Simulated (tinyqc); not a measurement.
Series resistance and mobility from two gate lengths.

Inverse problem. At small Vds the total resistance times width is 2 Rs + L/(mu Q), with the same mu and Q at both lengths. Find mu and Rs.

total resistance at L = 20 and 80 nm (ohm um): [317.66472, 370.65889]
Q = 1.53 uC/cm^2

Solution. The slope against L is 1/(mu Q), and the intercept at L = 0 is 2 Rs.

mu = 740 cm^2/(V s)
Rs = 150 ohm um

Numbers from tinyqc (`OMP_NUM_THREADS=1 python tinyqc.py 2380147 2380148 out.jsonl`; about 0.02 s on one thread of a shared Intel Xeon 2.30GHz).
